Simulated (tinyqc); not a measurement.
Front-illuminated p-i-n photodiode, quantum efficiency and bandwidth: efficiency and bandwidth against the thickness of the front p layer.

Light enters through a p layer (0 to xp), a depleted layer (xp to xp + wi) and a thick n substrate, decaying as exp(-al x); one pass, no back reflection. Carriers made in the depleted layer are all collected; those in the neutral layers diffuse.

k = al Ln, s = S Ln/Dn, e = exp(-al xp); front layer f1 = (k/(k^2 - 1)) {[s + k - e (s cosh(xp/Ln) + sinh(xp/Ln))]/[s sinh(xp/Ln) + cosh(xp/Ln)] - k e}; depleted layer f2 = e (1 - exp(-al wi)); substrate f3 = e exp(-al wi) al Lp/(1 + al Lp); external efficiency (1 - Rf)(f1 + f2 + f3); responsivity = efficiency q lam/(h c). Drift response for pairs made in the depleted layer, a = al wi, g = 1 - exp(-a), u = 2 pi i f, te = wi/ve, th = wi/vh: electrons He = [g - a (exp(-a) - exp(-u te))/(u te - a)]/(u te g), holes Hh = [g - a (1 - exp(-a - u th))/(a + u th)]/(u th g); C = eps0 eps_r pi (dia/2)^2/wi + Cp; total |He + Hh|/sqrt(1 + (2 pi f RL C)^2), for the current of the depleted layer alone. Limits are the frequencies at which each factor falls to 1/sqrt(2); inverse-square sum (f_transit^-2 + f_RC^-2)^(-1/2); the diffusion currents f1 and f3 are left out of the bandwidth.

Parameters, values chosen for the exercise; values close to those of silicon at this wavelength: wavelength lam = 850 nm; absorption coefficient al = 522 1/cm; reflectance of the front face Rf = 0.3; relative permittivity eps_r = 12; thickness of the depleted layer wi = 19 um; electron diffusion coefficient in the p layer Dn = 11 cm^2/s; electron diffusion length in the p layer Ln = 6.5 um; recombination velocity of the front surface S = 800 cm/s; hole diffusion length in the thick n substrate Lp = 46 um; electron drift velocity ve = 1.03e7 cm/s; hole drift velocity vh = 6.97e6 cm/s; diameter dia = 45 um; load resistance RL = 50 ohm; parasitic capacitance Cp = 90 fF.

Constants: q = 1.602176634e-19 C, h = 6.62607015e-34 J s, c = 299792458 m/s, eps0 = 8.8541878128e-14 F/cm where lengths are in cm. Results are converted to the units shown.

The same in every row: transit limit (GHz) = 2.504; RC limit (GHz) = 32.19; 3 dB bandwidth (GHz) = 2.493; inverse-square sum (GHz) = 2.496.

Efficiency and bandwidth against the thickness of the front p layer:
```
xp (um),f2,f1 + f3,responsivity (A/W),bandwidth x (1 - Rf) f2 (GHz)
0.02,0.6284,0.2626,0.4276,1.097
0.04,0.6278,0.2634,0.4277,1.096
0.08,0.6265,0.2649,0.4278,1.093
0.2,0.6226,0.2695,0.4281,1.086
0.4,0.6161,0.2771,0.4286,1.075
0.7,0.6065,0.2881,0.4293,1.058
1,0.5971,0.2988,0.4299,1.042
3,0.5379,0.3579,0.4299,0.9387
```

What does the table show?

As xp goes from 0.02 to 3, the responsivity rises from 0.428 to 0.430 A/W and the bandwidth stays at 2.49 GHz. The transit limit is the lower one in every row. Adding inverse squares of the two limits is within 0.14 % of the full result. In every row the diffusion currents exceed 0.3 of the drift current; their own response times, left out, may then shape the whole response.

Program tinyqc, `OMP_NUM_THREADS=1 python tinyqc.py 2250016 2250017 out.jsonl`; Intel Xeon 2.30GHz, shared host, one thread, about 0.01 s.
